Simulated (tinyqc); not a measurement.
# From one set of inputs to another, one input at a time

Model: field-effect mobility of a thin-film transistor with band-tail and deep states (multiple trapping). Computed by tinyqc, a small Python program. Command: `OMP_NUM_THREADS=1 python tinyqc.py 3020645 3020646 out.jsonl tft ladder`. One thread of a shared host (Intel(R) Xeon(R) Processor @ 2.30GHz), about 0.3 s of CPU time with the checks.

A thick film in accumulation at small drain voltage. Only free electrons move; trapped ones still screen the gate. N_c and mu_0 are held fixed when T changes, leaving out the T^(3/2) growth of N_c. x = E_0 - psi is the distance of the Fermi level below the band edge.

The inputs printed are set A. Set A is modelled on amorphous In2O3; the values taken over come from a set modelled on an amorphous In-Ga-Zn oxide. Inputs not listed in the table keep their values of set A, so the rows need not describe a real material.

Inputs (values chosen for the exercise, modelled on amorphous In2O3):
```
quantity                                           value         unit
permittivity eps                                       9            -
effective density of states N_c                  4.3e+18       1/cm^3
band mobility mu_0                                    58   cm^2/(V s)
tail density at the edge g_t                       3e+19  1/(eV cm^3)
tail width E_t                                        24          meV
deep-state density g_d                           5.2e+15  1/(eV cm^3)
flat-band Fermi level below the edge, E_0           0.42           eV
equivalent oxide thickness t                          25           nm
surface band bending psi_s as a fraction of E_0     0.57            -
temperature T                                        350            K
```

Deep states: included.

Constants: k_B = 8.617333262e-05 eV/K; e = 1.602176634e-19 C; eps_0 = 8.8541878128e-12 F/m.

Method:
- F_j(eta) = int_0^infinity x^j/(1 + exp(x - eta)) dx, without a gamma-function factor.
- Integrals over x = E/(k_B T) use 160 Gauss-Legendre points in u = sqrt(x) from 0 to sqrt(max(eta, 0) + 32).
- Free n(x) = N_c (2/sqrt(pi)) F_1/2(-x/k_B T), with F_1/2 from its two-term series in exp(-x/k_B T) for x >= 12 k_B T; tail n_t(x) = int_0^1.2eV g_t exp(-E/E_t)/(1 + exp((x - E)/k_B T)) dE, E counted down from the edge, 120 Gauss-Legendre points; deep charge g_d psi; space charge rho(psi) = n + n_t + g_d psi less its value at psi = 0.
- Poisson: F(psi) = sqrt((2 e/(eps eps_0)) int_0^psi rho dpsi'); V_G - V_FB = psi_s + eps F(psi_s) t/3.9; free sheet density N_f = int (n - n(E_0))/F dpsi; induced sheet density N_i = eps eps_0 F(psi_s)/e; trapezoid rule on 301 even points in psi, the first interval left out of N_f.
- mu_eff = mu_0 N_f/N_i; field-effect mobility mu_FE = mu_0 e (dN_f/dV_G)/C_ox and swing S = dV_G/dlog10(N_f), by a central difference of +/- 2 mV in psi_s; C_ox = 3.9 eps_0/t.

Each row keeps all changes above it:
```
input moved                                    from       to  swing S (mV/decade)  free sheet density N_f (1/cm^2)  field-effect mobility mu_FE (cm^2/(V s))
set A                                             -        -               248.67                       3.0316e+10                                    18.890
effective density of states N_c (1/cm^3)    4.3e+18    5e+18               258.91                       3.4323e+10                                    20.541
deep-state density g_d (1/(eV cm^3))        5.2e+15  6.7e+16               198.57                       1.4856e+10                                    11.595
tail density at the edge g_t (1/(eV cm^3))    3e+19  3.8e+19               203.87                       1.4757e+10                                    11.218
band mobility mu_0 (cm^2/(V s))                  58       16               203.87                       1.4757e+10                                     3.095
permittivity eps                                  9     11.5               219.09                       1.6682e+10                                     3.255
equivalent oxide thickness t (nm)                25       69               451.25                       1.6682e+10                                     4.362
tail width E_t (meV)                             24       30               518.46                       1.6048e+10                                     3.652
```

Swing S goes from 249 to 518, a factor 2.08 in all. The largest single move comes from equivalent oxide thickness t (a factor 2.06), and deep-state density g_d works against it (a factor 0.767). Free sheet density N_f goes from 3.03e10 to 1.60e10, a factor 0.529 in all. The largest single move comes from deep-state density g_d (a factor 0.433), and effective density of states N_c works against it (a factor 1.13). Field-effect mobility mu_FE goes from 18.9 to 3.65, a factor 0.193 in all. The largest single move comes from band mobility mu_0 (a factor 0.276), and equivalent oxide thickness t works against it (a factor 1.34). The single moves hold for this order of the switches; the total does not depend on the order.

Extremes, crossings and ranges named in words are read from the listed rows.
